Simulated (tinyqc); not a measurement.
Inside a calculation. Model: current of a Schottky diode by thermionic-emission-diffusion theory, and its read-back from I-V-T and C-V data. Computed by tinyqc, a small Python program that keeps every step. Command: `OMP_NUM_THREADS=1 python tinyqc.py 3028694 3028695 out.jsonl schottky walk`. One thread of a shared host (Intel(R) Xeon(R) Processor @ 2.30GHz), about 0.01 s of CPU time with the checks. Intermediate numbers are printed to about 5 digits and carried at full precision; extremes and crossings named in words are read from the listed rows.

Full ionisation, no tunnelling, no recombination current. V is the voltage across the junction itself, forward positive.

Inputs (values chosen for the exercise, modelled on p-type silicon):
```
quantity                                     value           unit
Richardson constant A*                        33.2   A/(cm^2 K^2)
effective density of states at 300 K, N_c  2.7e+19         1/cm^3
permittivity eps                              11.7              -
mobility mu                                    330     cm^2/(V s)
barrier without image force phi_0            0.621             eV
doping N                                     4e+16         1/cm^3
series resistance R_s                           16  milliohm cm^2
junction voltage V                            0.24              V
temperature T                                  300              K
```

Barrier: uniform.

Constants: k_B = 8.617333262e-05 eV/K; e = 1.602176634e-19 C; eps_0 = 8.8541878128e-12 F/m.

## Barrier at the given bias

N_c(T) = N_c (T/300 K)^(3/2); V_bi = phi_0 - (k_B T/e) ln(N_c(T)/N); surface field F = sqrt(2 e N (V_bi - V - k_B T/e)/(eps eps_0)); image lowering d_phi = sqrt(e F/(4 pi eps eps_0)); effective barrier phi = phi_0 - d_phi.

built-in voltage V_bi = 0.45258 V

surface field F = 48.066 kV/cm

image lowering = 24.322 meV

effective barrier phi = 0.59668 eV

## Current

Collection velocity v_R = A* T^2/(e N_c(T)); diffusion velocity v_D = mu F; J = e N_c(T) v_R/(1 + v_R/v_D) exp(-phi/k_B T) [exp(e V/k_B T) - 1]. Terminal voltage V + J R_s.

v_R = 6.9073e+05 cm/s

v_D = 1.5862e+07 cm/s

current density J = 2.9168 A/cm^2

terminal voltage = 0.28667 V

v_D/v_R = 23.0: emission over the barrier limits the current.

## Read-back from the I-V curve

Ideality n = (e/k_B T)/(d ln J/dV) by a central difference of +/- 1 mV; J_0 = J exp(-e V/(n k_B T)); apparent barrier phi_IV = k_B T ln(A* T^2/J_0); a C-V plot gives phi_CV = phi_0, the mean without lowering.

ideality factor n = 1.0367

extrapolated J_0 = 3.7640e-04 A/cm^2

apparent barrier phi_IV = 0.58930 eV

phi_CV - phi_IV = 31.704 meV

n exceeds 1 because forward bias lowers the field, which weakens the image lowering.

## Temperature series and Richardson plot

A least-squares line of ln(J_0/T^2) against 1/(k_B T) gives a barrier (minus the slope) and a Richardson constant (exp of the intercept).

At the same junction voltage:
```
T (K)  1/k_B T (1/eV)       n  J_0 (A/cm^2)  phi_IV (eV)  ln(J_0/T^2)
200            58.023  1.0269    1.9384e-09      0.58875      -30.658
250            46.418  1.0309    2.7636e-06      0.58909      -23.842
300            38.682  1.0367    3.7640e-04      0.58930      -19.292
350            33.156  1.0457    1.3359e-02      0.58916      -16.031
400            29.011  1.0621    2.0711e-01      0.58805      -13.557
450            25.788  1.1027    1.9720e+00      0.58330      -11.539
```

barrier from the Richardson plot = 0.59156 eV

Richardson constant from the plot = 37.685 A/(cm^2 K^2)

From 200 to 450 K n goes from 1.027 to 1.103 and phi_IV from 0.589 to 0.583 eV. The plot returns 0.592 eV against phi_0 = 0.621 and a constant 1.14 times the true A*.

## Forward curve with series resistance

Terminal voltage V + J R_s; apparent ideality from neighbouring rows, (e/k_B T) dV_terminal/d ln J.

Forward curve; the last column belongs to the interval up to the next row:
```
V (V)  J (A/cm^2)  terminal voltage (V)  apparent n
0.100  1.4780e-02                0.1002        1.03
0.139  6.5522e-02                0.1400        1.12
0.178  2.8559e-01                0.1826        1.43
0.217  1.2346e+00                0.2368        2.76
0.256  5.2946e+00                0.3407        8.40
0.295  2.2456e+01                0.6543       31.89
0.334  9.3530e+01                1.8305      126.62
0.373  3.7542e+02                6.3798           -
```

The resistance takes over where J R_s exceeds k_B T/e, at J = 1.62 A/cm^2; the apparent ideality climbs from 1.03 to 127, so barrier and n must be read below that current. Rows where the resistance drops more than 1 V are formal, since self-heating is left out.

Checks made by the program: v_D = mu F against the drift-diffusion integral over the parabolic barrier, a ratio 2 y Dawson(y) with y^2 = (V_bi - V)/(k_B T/e) - 1 (relative difference 9e-02).
